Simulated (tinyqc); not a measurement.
Thin-body film or fin with hard walls, valleys of the Si type: one step. Effective density of states and threshold shift. Three cases, with inputs chosen for the exercise.

Task: Sum the subbands; 1/angstrom^2 = 1e16/cm^2 and 1/angstrom^3 = 1e24/cm^3.

A film of thickness t between hard walls, flat band inside: E_n = c (n pi/t)^2/m_z above the bulk edge, c = hbar^2/2m0. Without degeneracy the sheet density is N2 exp((EF - Ec)/kB T) with N2 = sum_i g m_d/(2 pi c) kB T exp(-E_i/kB T) over n = 1 to 40 of each group; a classical film has t Nc with Nc = 2 g_all (m_dos kB T/(4 pi c))^(3/2), m_dos = (ml mt^2)^(1/3). The threshold shift is dVt = kB T ln(t Nc/N2).

Constants: hbar^2/2m0 = 3.80998211 eV angstrom^2; kB = 8.617333262e-05 eV/K.

Give: terms of N2 by group; Nc; t Nc; dVt.

Case 1.

Values chosen (near those of Si; not measured data):
- t = 90 angstrom (body thickness)
- ml = 0.919 m0 (longitudinal mass)
- mt = 0.192 m0 (transverse mass)
- T = 300 K (temperature)
- g_all = 6 (number of valleys)

Valleys (masses in m0):
```
valleys g  cos^2(theta)       m_z       m_1       m_2       m_d
6              0.333333  0.260761  0.192000  0.676667  0.360444
```

Result:

terms of N2 by group (1e12/cm^2): 13.26

Nc = 2.771 x 1e19/cm^3
t Nc = 24.942 x 1e12/cm^2
dVt = 16.3 mV

Confinement leaves 53 % of the classical states.

Case 2.

Values chosen (near those of Si; not measured data):
- t = 28 angstrom (body thickness)
- ml = 0.932 m0 (longitudinal mass)
- mt = 0.192 m0 (transverse mass)
- T = 77 K (temperature)
- g_all = 6 (number of valleys)

Valleys (masses in m0):
```
valleys g  cos^2(theta)       m_z       m_1       m_2       m_d
4              0.500000  0.318406  0.192000  0.562000  0.328487
2              0.000000  0.192000  0.192000  0.932000  0.423018
```

Result:

terms of N2 by group (1e12/cm^2): 5.035e-10  1.047e-16

Nc = 0.363 x 1e19/cm^3
t Nc = 1.016 x 1e12/cm^2
dVt = 142.2 mV

Confinement leaves 5e-08 % of the classical states; the heaviest group holds 100 % of the electrons, against 67 % in the bulk.

Case 3.

Values chosen (near those of Si; not measured data):
- t = 38 angstrom (body thickness)
- ml = 0.91 m0 (longitudinal mass)
- mt = 0.189 m0 (transverse mass)
- T = 300 K (temperature)
- g_all = 6 (number of valleys)

Valleys (masses in m0):
```
valleys g  cos^2(theta)       m_z       m_1       m_2       m_d
2              1.000000  0.910000  0.189000  0.189000  0.189000
4              0.000000  0.189000  0.189000  0.910000  0.414717
```

Result:

terms of N2 by group (1e12/cm^2): 1.398  0.08681

Nc = 2.715 x 1e19/cm^3
t Nc = 10.315 x 1e12/cm^2
dVt = 50.1 mV

Confinement leaves 14 % of the classical states; the heaviest group holds 94 % of the electrons, against 33 % in the bulk.

Computed by tinyqc, one run a case: `OMP_NUM_THREADS=1 python tinyqc.py N N+1 out.jsonl` with N = 1250201, 1250956, 1251219; one thread of a shared Intel(R) Xeon(R) Processor @ 2.30GHz, about 0.01 s a run at most.
